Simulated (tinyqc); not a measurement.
Worked calculation: composition and strain of an epitaxial Si(1-x)Ge(x) layer from Raman and X-ray peaks. Computed by tinyqc, a small Python program that keeps every step. Command: `OMP_NUM_THREADS=1 python tinyqc.py 3017521 3017522 out.jsonl epiraman walk`. One thread of a shared host (Intel(R) Xeon(R) Processor @ 2.30GHz), about 0.01 s of CPU time with the checks. Intermediate numbers are printed to about 5 digits and carried at full precision; extremes and crossings named in words are read from the listed rows.

A (001) layer, biaxially strained in the plane. The Raman peaks follow empirical lines omega = w0 + c1 x + c3 x^3 + b eps (c3 for Si-Ge alone), with eps the in-plane strain.

Inputs (values chosen for the exercise, modelled on silicon-germanium):
```
quantity,value,unit
Ge fraction x,0.53,-
degree of relaxation R,0.84,-
lattice constant of Si,5.431,angstrom
lattice constant of Ge,5.658,angstrom
bowing B,0.03,angstrom
2 C12/C11 of Si,0.774,-
2 C12/C11 of Ge,0.755,-
Si-Si: w0,520.2,1/cm
Si-Si: c1,-68.8,1/cm
Si-Si: strain coefficient b,-736,1/cm
Si-Ge: w0,400.2,1/cm
Si-Ge: c1,25.5,1/cm
Si-Ge: c3,-33.4,1/cm
Si-Ge: strain coefficient b,-539,1/cm
Ge-Ge: w0,280.5,1/cm
Ge-Ge: c1,19.1,1/cm
Ge-Ge: strain coefficient b,-420,1/cm
uncertainty of a Raman peak,0.2,1/cm
X-ray wavelength,1.540598,angstrom
```

Substrate: silicon. Pair of peaks used: Si-Si and Ge-Ge.

## Lattice constants and strain

Relaxed lattice constant a(x) = a_Si + (a_Ge - a_Si) x - B x (1 - x). In-plane constant a_par = a_sub + R (a(x) - a_sub); eps = a_par/a(x) - 1; eps_perp = -(2 C12/C11) eps with 2 C12/C11 linear in x; a_perp = a(x) (1 + eps_perp).

relaxed constant a(x) = 5.543837 angstrom

substrate constant a_sub = 5.431 angstrom

a_par = 5.5258 angstrom

in-plane strain eps = -3.2566 per mille

strain along the normal = 2.4878 per mille

a_perp = 5.5576 angstrom

The layer is under compression in the plane and is stretched along the normal.

## Raman peaks

Insert x and eps in the three lines; the strain part is b eps.

Si-Si peak = 486.13 1/cm

Si-Ge peak = 410.50 1/cm

Ge-Ge peak = 291.99 1/cm

strain parts (1/cm): Si-Si 2.3968, Si-Ge 1.7553, Ge-Ge 1.3678

Read as unstrained, the Si-Si peak would give x = 0.495 in place of 0.53.

## X-ray (004) reflection

Bragg angle theta = arcsin(2 lambda/a) for (004), for the substrate with a_sub and the layer with a_perp; separation in arc seconds.

theta of the substrate = 34.565 degree

theta of the layer = 33.670 degree

separation, layer less substrate = -3220.6 arcsec

## Back from two peaks to composition and strain

Unknowns x and eps (per mille). Newton steps: J d = (measured - model), J = [d omega/dx, d omega/d eps] for the two peaks; start at x = 0.5, eps = 0; stop when |d| < 1e-9. The peaks are rounded to 0.001 per cm; R = (a(x)(1 + eps) - a_sub)/(a(x) - a_sub).

peaks used (1/cm): Si-Si 486.133, Ge-Ge 291.991

Iterations:
```
step,x,eps (per mille),residual 1 (1/cm),residual 2 (1/cm)
0,0.50000,0.0000,0.333,1.941
1,0.53000,-3.2570,0.000,0.000
```

recovered x = 0.53000

recovered eps = -3.2570 per mille

recovered R = 0.84

## Which pair of peaks is best

For each pair invert J = [d omega/dx, d omega/d eps] at the true x. Independent errors of the given size in both peaks give sigma_x and sigma_eps = uncertainty x (norm of the rows of the inverse of J).

Error propagation:
```
pair,det J,sigma_x,sigma_eps (per mille)
Si-Si and Si-Ge,35.136,0.0051928,0.39192
Si-Si and Ge-Ge,42.9536,0.0039457,0.33246
Si-Ge and Ge-Ge,11.406,0.011981,0.33810
```

The pair Si-Si and Ge-Ge fixes x best (sigma_x = 0.0039) and Si-Ge and Ge-Ge worst (0.012), a factor 3.0. Strain moves all peaks the same way, so a good pair needs different ratios of composition slope to strain coefficient, best of opposite sign; the slopes here are -68.8, -2.6 and 19.1 per cm for Si-Si, Si-Ge and Ge-Ge. Errors in the coefficients themselves are not counted.

## Relaxation at fixed composition

(004) Bragg angle theta = arcsin(2 lambda/a), with a = a_perp for the layer and a_sub for the substrate; separation = layer less substrate. The apparent x is the one that a fully strained layer (R = 0) would need to give the same a_perp.

Signatures:
```
R,eps (per mille),Si-Si (1/cm),Ge-Ge (1/cm),a_perp (angstrom),(004) separation (arcsec),apparent x if R = 0 is assumed
0.00,-20.354,498.72,299.17,5.6300,-4982.8,0.53000
0.15,-17.301,496.47,297.89,5.6171,-4672.2,0.49766
0.30,-14.248,494.22,296.61,5.6042,-4359.8,0.46507
0.50,-10.177,491.23,294.90,5.5869,-3940.6,0.42120
0.70,-6.106,488.23,293.19,5.5697,-3518.2,0.37685
0.85,-3.053,485.98,291.91,5.5568,-3199.3,0.34326
1.00,0.000,483.74,290.62,5.5438,-2878.6,0.30937
```

Full relaxation moves the Si-Si peak by -14.98 per cm and shrinks the X-ray separation to 58 % of its strained value, about 1/(1 + 2 C12/C11). A symmetric reflection alone cannot part x from R: a relaxed layer read as strained gives x = 0.309 in place of 0.53. An asymmetric reflection or a second peak is needed.

Checks made by the program: recovered composition (relative difference 5e-06).
